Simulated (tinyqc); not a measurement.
From Debye to Thomas-Fermi: static screening by free carriers.

kF = (3 pi^2 n/Mv)^(1/3), EF = c kF^2/m with c = hbar^2/2m0, n in 1/angstrom^3 (1e-24 per 1/cm^3), e2 = e^2/(4 pi eps0). Thomas-Fermi: qTF^2 = 6 pi e2 n/(eps EF). Debye: qD^2 = 4 pi e2 n/(eps kB T).

F_j(eta) = (1/Gamma(j + 1)) integral_0^infinity x^j dx/(1 + exp(x - eta)), which tends to exp(eta) for eta << 0.

At finite T: qs^2 = qD^2 F_-1/2(eta)/F_1/2(eta), where n = Mv N F_1/2(eta) and N = 2 (m kB T/(4 pi c))^(3/2) with c = hbar^2/2m0, in 1/angstrom^3; times 1e24 for 1/cm^3.

Constants: hbar^2/2m0 = 3.80998211 eV angstrom^2; e^2/(4 pi eps0) = 14.39964547 eV angstrom; kB = 8.617333262e-05 eV/K.

Parameters, chosen for this exercise (near those of GaN; shifted at random, so the results belong to these values and not to a real crystal): m = 0.2 m0 (mass of one isotropic valley); Mv = 1 (valleys); eps = 9.43 (background dielectric constant); T = 400 K.

Screening lengths (angstrom):

| n (1/cm^3) | eta | Debye | Thomas-Fermi | finite T |
|---|---|---|---|---|
| 1.0e+16 | -5.84 | 423.8 | 54.22 | 424.0 |
| 7.0e+16 | -3.89 | 160.2 | 39.20 | 160.8 |
| 1.0e+18 | -1.14 | 42.38 | 25.17 | 44.48 |
| 5.0e+18 | 0.87 | 18.95 | 19.25 | 23.15 |
| 2.0e+19 | 3.66 | 9.477 | 15.28 | 15.81 |
| 7.0e+19 | 8.89 | 5.066 | 12.40 | 12.46 |
| 2.0e+20 | 18.04 | 2.997 | 10.41 | 10.42 |

Give the missing row, n (1/cm^3) = 3.0e+17.

Computed row:
```
n (1/cm^3)    eta  Debye  Thomas-Fermi  finite T
3.0e+17     -2.41  77.38         30.76     78.56
```

Debye is within 5 % of the finite-T length up to 1e+18 1/cm^3 of the densities listed and Thomas-Fermi from 2e+19 on. The length goes as n^-0.50 at the low end and n^-0.17 at the high end, against the limits -1/2 and -1/6. Both limits give too short a length.

Run: tinyqc, `OMP_NUM_THREADS=1 python tinyqc.py 1650890 1650891 out.jsonl`; Intel(R) Xeon(R) Processor @ 2.30GHz, one thread, shared host; about 0.01 s of CPU time with all checks.
